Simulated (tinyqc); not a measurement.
What sets the wire resistivity: free and nearly free electrons in a metal.

The cubic cell holds 4 atoms: n = 4 z/a^3, kF = (3 pi^2 n)^(1/3), EF = c kF^2/m, vF = 2 c kF/(m hbar), c = hbar^2/2m0; rs = (3/(4 pi n))^(1/3)/a0; D(EF) = 3 n/(2 EF).

Square wire of width w with grain size w: rho/rho0 = 1/(1 - 3 al/2 + 3 al^2 - 3 al^3 ln(1 + 1/al)) + (3/4) (1 - p) l/w, with al = (l/w) Rg/(1 - Rg) (Mayadas-Shatzkes plus the thick-wire form of Fuchs-Sondheimer); l = hbar kF/(n e^2 rho), e = 1.602176634e-19 C.

Constants: hbar^2/2m0 = 3.80998211 eV angstrom^2; hbar = 6.58211957e-16 eV s; a0 (Bohr radius) = 0.5291772105 angstrom.

Inputs chosen for the exercise (near those of Co, whose d bands this model ignores; shifted at random, so the results belong to these values and not to a real crystal):
```
symbol  value  unit          meaning
a       3.57   angstrom      fcc lattice constant
z       2                    free electrons an atom
m       1      m0            mass
rho     6.98   micro-ohm cm  bulk resistivity
p       0                    specularity of the surfaces
Rg      0.59                 reflection at grain boundaries
w       14     nm            wire width
```

All results formed anew.

One parameter was then changed.

Results before and after:
```
case     EF (eV)  l (nm)  wire rho (micro-ohm cm)
base      11.444    5.80                   14.956
changed   11.444    5.80                   12.042
```

Which of these changes was made? (a) w = 9.8 nm; (b) a = 3.677 angstrom; (c) Rg = 0.413; (d) rho = 8.376 micro-ohm cm; (e) p = 0.3; (f) m = 1.2 m0.

Answer: (c) Rg = 0.413. Of the candidates, run in turn, only this one gives the changed row.

All candidates:
```
case                      EF (eV)  l (nm)  wire rho (micro-ohm cm)
base                       11.444    5.80                   14.956
a = 3.677 angstrom         10.788    6.15                   15.432
m = 1.2 m0                  9.537    5.80                   14.956
rho = 8.376 micro-ohm cm   11.444    4.83                   16.379
p = 0.3                    11.444    5.80                   14.305
Rg = 0.413                 11.444    5.80                   12.042
w = 9.8 nm                 11.444    5.80                   18.302
```

The mass drops out of l at given rho, because vF falls and tau rises by the same factor.

tinyqc: `OMP_NUM_THREADS=1 python tinyqc.py 1680836 1680837 out.jsonl`; about 0.01 s, one thread, shared Intel(R) Xeon(R) Processor @ 2.30GHz.
